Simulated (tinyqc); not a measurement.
The first four gaps: longitudinal sound in a periodic multilayer: transfer matrices, stop bands and folded phonons. Computed by tinyqc, a small Python program. Command: `OMP_NUM_THREADS=1 python tinyqc.py 3027162 3027163 out.jsonl multilayer walk`. One thread of a shared host (Intel(R) Xeon(R) Processor @ 2.30GHz), about 0.01 s of CPU time with the checks.

Layers 1 and 2 repeat with period d = d_1 + d_2; waves travel normal to the layers, without loss. State vector (u, s): displacement u and stress divided by omega. Impedances Z = rho v are in 1e6 kg/(m^2 s).

Inputs (values chosen for the exercise, modelled on gallium nitride (layer 1), aluminium nitride (layer 2) and gallium arsenide (substrate)): density rho_1 = 6.23 g/cm^3; velocity v_1 = 8130 m/s; thickness d_1 = 489 nm; density rho_2 = 3.27 g/cm^3; velocity v_2 = 11100 m/s; thickness d_2 = 671 nm; substrate density = 5.26 g/cm^3; substrate velocity = 4760 m/s.

Method:
- Z = rho v; interface reflection r = (Z_2 - Z_1)/(Z_2 + Z_1) (stress amplitude, from 1 into 2); Bragg frequency f_B = 1/[2 (d_1/v_1 + d_2/v_2)]; long-wave velocity v_eff = d/sqrt[(d_1/v_1)^2 + (d_2/v_2)^2 + (Z_1/Z_2 + Z_2/Z_1)(d_1/v_1)(d_2/v_2)].
- A layer maps (u, s) by [[cos p, sin p/Z], [-Z sin p, cos p]], p = 2 pi f d_i/v_i; one period is M = M_2 M_1, and cos(q d) = trace(M)/2.
- Gap m contains m f_B; its edges, where trace(M)/2 = (-1)^m, are found by root search. Weak-contrast estimate of the width: (4 f_B/pi) |r sin(m pi a)|, a = (d_1/v_1)/(d_1/v_1 + d_2/v_2).

Bragg frequency f_B = 4.14600 GHz

Z_1 = 50.6499

Z_2 = 36.297

interface reflection r = -0.165077

Stop bands (GHz):
```
m  lower edge  upper edge    width  weak-contrast estimate
1       3.708       4.584  0.87542                 0.87141
2       8.289       8.295  0.00687                 0.00687
3      12.000      12.876  0.87536                 0.87135
4      16.577      16.591  0.01375                 0.01375
```

What follows from these numbers?

With a = 0.499, gap 1 is the widest and gap 2 the narrowest: the layers are near a quarter wave each at f_B, so the even gaps almost close. The weak-contrast estimate misses the first width by -0.5 % at |r| = 0.17. Odd gaps open at the edge of the folded zone (q = pi/d), even ones at its centre.
